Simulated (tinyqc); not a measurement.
From results to parameters: Hueckel model of a polar double bond. Computed by the program tinyqc.

Problem. A C=X pi bond in Hueckel theory has H_XX = alpha + h beta, H_CC = alpha and H_CX = k beta, with two electrons. Find h, k, the charge on carbon and the bond order.

x values of the two levels (E = alpha + x beta): 2.296736  -0.426736

Solution. The sum of the x values is h and their product is -k^2; the charge on carbon is h/sqrt(h^2 + 4k^2) and the bond order 2k/sqrt(h^2 + 4k^2).

h, k: 1.870  0.990
charge on carbon, bond order: 0.687  0.727
